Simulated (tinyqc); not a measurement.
Leakage through a gate insulator: direct, Fowler-Nordheim, trap-assisted and Poole-Frenkel currents: one step, computed by the program tinyqc. Command: `OMP_NUM_THREADS=1 python tinyqc.py 3009066 3009067 out.jsonl oxideleak walk`. One thread of a shared host (Intel(R) Xeon(R) Processor @ 2.30GHz), about 0.01 s of CPU time with the checks.

Electrons enter from the cathode Fermi level at x = 0; the conduction band of the insulator lies phi_b - e F x above it, F = V/t. WKB exponents use a parabolic band with mass m.

Question. One trap at several depths. For a level a distance phi(x) below the band, the WKB exponent is 2 int kappa dx with kappa = sqrt(m phi/(hbar^2/2m_0)); for a linear barrier from phi_1 down to phi_2 = max(phi_1 - e F d, 0) it is G = (4/3) sqrt(m/(hbar^2/2m_0)) (phi_1^(3/2) - phi_2^(3/2))/(e F). A trap at depth x lies phi_t below the band. Capture: tunnel at the cathode Fermi level from 0 to x (G_in from phi_1 = phi_b), rate nu_0 exp(-G_in - E_c/k_B T) with E_c = E_a + max(phi_b - phi_t - e F x, 0), the last term being the height of the trap above the cathode Fermi level. Emission: tunnel from the trap level to the anode (G_out from phi_1 = phi_t over t - x), rate nu_0 exp(-G_out - E_a/k_B T). Re-emission to the cathode follows from detailed balance, rate_back = rate_in exp(dE/k_B T) with dE = phi_b - phi_t - e F x. Each trap passes R = rate_in rate_out/(rate_in + rate_back + rate_out) electrons per second; filling from the anode is left out. Depths: t times 0.08, 0.2, 0.32, 0.44, 0.56, 0.68, 0.8 and 0.92, rounded to 0.01 nm.

Inputs (values chosen for the exercise, with an insulator like SiO2):
```
quantity                        value  unit
thickness t                       6.6    nm
barrier phi_b                    3.12    eV
tunnelling mass m                0.43   m_0
voltage across the insulator V    4.1     V
trap depth phi_t                  1.8    eV
attempt rate nu_0               5e+13   1/s
activation of capture E_a         0.2    eV
temperature T                     400     K
```

Constants: k_B = 8.617333262e-05 eV/K; hbar^2/(2 m_0) = 3.80998212 eV angstrom^2.

Give: Rates.

Answer.

Rates:
```
x (nm)   G_in  G_out  E_c (eV)  rate in (1/s)  rate back (1/s)  rate out (1/s)    R (1/s)
0.53     6.12  17.41     1.191      1.091e-04        3.317e+08       4.136e+03  1.360e-09
1.32    14.59  17.41     0.700      3.504e-02        6.988e+04       4.136e+03  1.958e-03
2.11    22.19  17.41     0.209      2.664e+01        3.483e+01       4.136e+03  2.625e+01
2.90    28.82  17.41     0.200      4.594e-02        3.939e-08       4.136e+03  4.594e-02
3.70    34.37  17.41     0.200      1.790e-04        8.405e-17       4.136e+03  1.790e-04
4.49    38.37  14.95     0.200      3.288e-06        1.012e-24       4.878e+04  3.288e-06
5.28    39.74  10.42     0.200      8.340e-07        1.684e-31       4.515e+06  8.340e-07
6.07    39.74   4.55     0.200      8.340e-07        1.104e-37       1.593e+09  8.340e-07
```

The most effective of these traps sits at 2.11 nm, 32 % of the way; where rate back exceeds rate out, re-emission drains the trap, and elsewhere the slower forward step limits R; here capture limits, and the best depth is where the trap level drops to the cathode Fermi level.
